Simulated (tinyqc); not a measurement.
# Transfer length from front and end resistance

Problem. A contact of length d and width W has Rc = (Rsh Lt/W) coth(d/Lt) and Re = (Rsh Lt/W)/sinh(d/Lt), with Rsh the sheet resistance under the metal and Lt = sqrt(rc/Rsh). Find Lt, Rsh and rc.

Parameters, values chosen for the exercise:
```
symbol,value,unit,meaning
d,0.05,um,contact length
W,1,um,contact width
```

Rc = 105.31714 ohm
Re = 91.409520 ohm

Solution. Rc/Re = cosh(d/Lt) gives Lt, and Re then gives Rsh.

Lt = 0.0918 um
Rsh = 570 ohm/sq
rc = 4.80e-8 ohm cm^2

tinyqc, about 0.01 s, one thread, Intel Xeon 2.30GHz (shared host): `OMP_NUM_THREADS=1 python tinyqc.py 2760064 2760065 out.jsonl`
